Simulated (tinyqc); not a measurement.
G0W0 on RHF in the sto-3g basis, for H3+, spin multiplicity 1, step by step. One step of it, computed by the program tinyqc.

Problem. Iteration 5 (converged): orbitals. Diagonalise F' = X^T F X, C = X C', fill 1 alpha and 1 beta electrons from the bottom; D = 2 C_occ C_occ^T. Each column has its largest component positive (the first on a tie).

converged F (hartree), lower triangle:
```
           1H 1s      2H 1s      3H 1s
1H 1s  -0.811663
2H 1s  -0.662557  -0.574305
3H 1s  -0.662712  -0.289531  -0.574374
```

X, lower triangle:
```
           1H 1s     2H 1s     3H 1s
1H 1s   1.277023
2H 1s  -0.341918  1.131074
3H 1s  -0.342030  0.055337  1.131157
```

Give: F' = X^T F X; orbital energies; coefficients C; D after iteration 5.

Solution.

F' = X^T F X (hartree), lower triangle:
```
         1        2        3
1  -0.3682
2  -0.4539  -0.3301
3  -0.4541  -0.0004  -0.3300
```

orbital energies (hartree): MO1 -0.9917, MO2 -0.3296, MO3 0.2930

coefficients C:
```
          MO1      MO2      MO3
1H 1s  0.5792  -0.0001   1.2366
2H 1s  0.3391   0.7608  -0.8399
3H 1s  0.3391  -0.7606  -0.8403
```

D after iteration 5, lower triangle:
```
        1H 1s   2H 1s   3H 1s
1H 1s  0.6710
2H 1s  0.3928  0.2300
3H 1s  0.3929  0.2300  0.2300
```
